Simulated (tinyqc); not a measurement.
# Floating body of a partially depleted SOI transistor: body voltage and kink, step by step

Program tinyqc, `OMP_NUM_THREADS=1 python tinyqc.py 2182023 2182024 out.jsonl`; Intel Xeon 2.30GHz, shared host, one thread, about 0.2 s. Printed values are rounded.

Source at 0 V. Channel current Ic = 2 nf K Vt^2 [F(0) - F(Vd)](1 + la Vd), F(V) = ln^2(1 + exp((Vg - VT - nf V)/(2 nf Vt))), VT = VT0 - gb Vb. Saturation voltage Vs = 2 Vt sqrt(F(0)) + 3 Vt, excess Ve = (Vd - Vs + sqrt((Vd - Vs)^2 + 0.0004 V^2))/2, multiplication M1 = Ai Ve exp(-Bl/Ve). Each junction passes D(v) = J1 (exp(v/Vt) - 1) + J2 (exp(v/(2 Vt)) - 1). Bipolar current Ib = bb J1 (exp(Vb/Vt) - 1). The body settles where M1 (Ic + Ib) = D(Vb) + D(Vb - Vd) + Vb/Rb; drain current Id = (1 + M1)(Ic + Ib) - D(Vb - Vd).

Parameters, values chosen for the exercise; values of the order met in partially depleted silicon-on-insulator transistors: temperature T = 358 K; threshold at zero body voltage VT0 = 0.31 V; fall of the threshold per volt of body voltage gb = 0.32; slope factor nf = 1.23; gain factor per width K = 210 uA/(V^2 um); channel-length modulation factor la = 0.05 1/V; impact-ionisation prefactor Ai = 3.66 1/V; impact-ionisation voltage Bl = 5.2 V; diffusion saturation current of each junction J1 = 1.4e-10 uA/um; recombination saturation current of each junction J2 = 3.5e-8 uA/um; gain of the lateral bipolar transistor on the diffusion current bb = 0.5; resistance of a weak body tie to the source (1e9 stands for no tie, and the term is then dropped) Rb = 1e9 kohm um; gate voltage Vg = 0.41 V; drain voltage Vd = 2.4 V.

Constants: q = 1.602176634e-19 C, kB = 1.380649e-23 J/K, Vt = kB T/q. Results are converted to the units shown.

Range of the model: The multiplication law is an empirical form chosen for the exercise; self-heating and capacitive coupling to the body are left out, and the linear laws are rough once Vb passes about 0.7 V or M1 about 0.1.

## Starting value

Vb = 0.87 V.

Vb at the start = 0.87 V

## Iteration 1: new Vb

Current into the body I_in = M1 (Ic + Ib) - D(Vb - Vd), current out I_out = D(Vb) + Vb/Rb; f = ln(I_in/I_out), s = df/dVb by central differences over 1e-5 V, Vb(new) = Vb - f/s.

Ic = 13.7274 uA/um
Ve = 1.99944 V
M1 = 0.543132
I_in = 74.6775 uA/um
I_out = 247.580 uA/um
f = -1.19855
s = -3.53110 1/V
Vb after iteration 1 = 0.530572 V

## Iteration 2: new Vb

As before.

Ic = 7.06953 uA/um
Ve = 2.08642 V
M1 = 0.631669
I_in = 4.46691 uA/um
I_out = 0.00431379 uA/um
f = 6.94264
s = -29.8278 1/V
Vb after iteration 2 = 0.763329 V

## Iteration 3: new Vb

As before.

Ic = 11.3848 uA/um
Ve = 2.02695 V
M1 = 0.570391
I_in = 8.71768 uA/um
I_out = 7.80597 uA/um
f = 0.110464
s = -23.2146 1/V
Vb after iteration 3 = 0.768088 V

## Course of the iteration

Stop when the step is below 1e-10 V, or after 40 iterations.

Course of the iteration:
```
iteration  Vb before the step (V)  step (V)
1                            0.87    -0.339
2                        0.530572     0.233
3                        0.763329   4.76e-3
4                        0.768088   9.14e-5
5                        0.768179   3.53e-8
6                        0.768179   < 1e-13
```

Converged in 6 iterations.

## Drain current with floating and with grounded body

converged Vb = 0.768179 V

Id and VT at the converged Vb, Id at Vb = 0, their ratio, and the bipolar share Ib/(Ic + Ib).

VT = 0.0641827 V
Id, floating = 25.1831 uA/um
Id, grounded = 2.35782 uA/um
ratio = 10.6806
bipolar share = 28.4291 %

The body rises to 0.768 V and lowers the threshold by 246 mV.
